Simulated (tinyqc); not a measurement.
Inside a calculation. Model: biaxially strained (001) channel, valley splitting in an inversion layer.

Program tinyqc, `OMP_NUM_THREADS=1 python tinyqc.py 2530092 2530093 out.jsonl`; Intel Xeon 2.30GHz, shared host, one thread, about 0.01 s. Printed values are rounded.

A thin layer grown on a relaxed buffer is stretched in the plane. The two valleys with their long axis along the growth direction (D2) sink against the four in-plane ones (D4); confinement in a triangular well splits them too. Only the lowest subband of each set is kept; one relaxation time, so the weakening of intervalley scattering is left out.

Values chosen for this exercise; values close to those of silicon on relaxed silicon-germanium: temperature T = 300 K; germanium share of the relaxed buffer x = 0.17; lattice mismatch per unit x b1 = 0.0418; elastic constant c11 = 167 GPa; elastic constant c12 = 62.1 GPa; shear deformation potential Xu = 8.84 eV; longitudinal mass ml = 0.934 m0; transverse mass mt = 0.194 m0; confining field F = 0.58 MV/cm; inversion density Ns = 3.8e12 cm^-2.

Constants: q = 1.602176634e-19 C, kB = 1.380649e-23 J/K, hbar = 1.054571817e-34 J s, m0 = 9.1093837015e-31 kg, Vt = kB T/q, hbar^2/(2 m0) = 0.0380998212 eV nm^2. Results are converted to the units shown.

## Strain, stress and splitting

e_par = b1 x, e_perp = -2 (c12/c11) e_par, splitting D = Xu (e_par - e_perp), in-plane stress (c11 + c12 - 2 c12^2/c11) e_par.

e_par = 0.7106 %
e_perp = -0.5284822 %
D = 109.5349 meV
stress = 1.299797 GPa

## Subband edges and densities of states

Levels E(m) = 2.33811 (hbar^2 q^2 F^2/(2 m))^(1/3): E2 = E(ml), E4 = E(mt) + D; N2 = 2 mt kB T/(pi hbar^2), N4 = 4 sqrt(mt ml) kB T/(pi hbar^2).

E2 = 0.1205986 eV
E4 = 0.3131722 eV
N2 = 4.190087e12 cm^-2
N4 = 1.838762e13 cm^-2

Of the gap E4 - E2 = 193 meV, confinement gives 83.0 meV.

## Iteration 1: Fermi level by Newton steps

EF at the start = 0.121 eV

f = N2 ln(1 + exp((EF - E2)/Vt)) + N4 ln(1 + exp((EF - E4)/Vt)) - Ns, f' = [N2/(1 + exp((E2 - EF)/Vt)) + N4/(1 + exp((E4 - EF)/Vt))]/Vt, EF(new) = EF - f/f'.

f = -8.521322e11 cm^-2
f' = 8.208920e13 cm^-2/eV
EF after iteration 1 = 0.1313806 eV

## Iteration 2: Fermi level by Newton steps

As before.

f = 8.479976e10 cm^-2
f' = 9.832618e13 cm^-2/eV
EF after iteration 2 = 0.1305181 eV

## Course of the iteration: Fermi level by Newton steps

Stop when EF changes by less than 1e-10 eV, or after 40 iterations.

Course of the iteration:

| iteration | EF (eV) | \|change\| (eV) |
|---|---|---|
| 1 | 0.1313806 | 0.0104 |
| 2 | 0.1305181 | 8.62e-4 |
| 3 | 0.1305123 | 5.86e-6 |
| 4 | 0.1305123 | 2.72e-10 |
| 5 | 0.1305123 | 0 |

Converged in 5 iterations. At the end the number of correct digits about doubles with each step.

## Share of the light valleys and conductivity mass

EF = 0.1305123 eV

EF solves Ns = N2 ln(1 + exp((EF - E2)/Vt)) + N4 ln(1 + exp((EF - E4)/Vt)); f2 is the share in D2, and 1/mc = f2/mt + (1 - f2)(1/mt + 1/ml)/2.

f2 = 0.9958695
mc = 0.1943180 m0

Without strain f2 would be 0.798 and mc 0.211 m0, so repopulation alone gains 8.5 % in mobility.
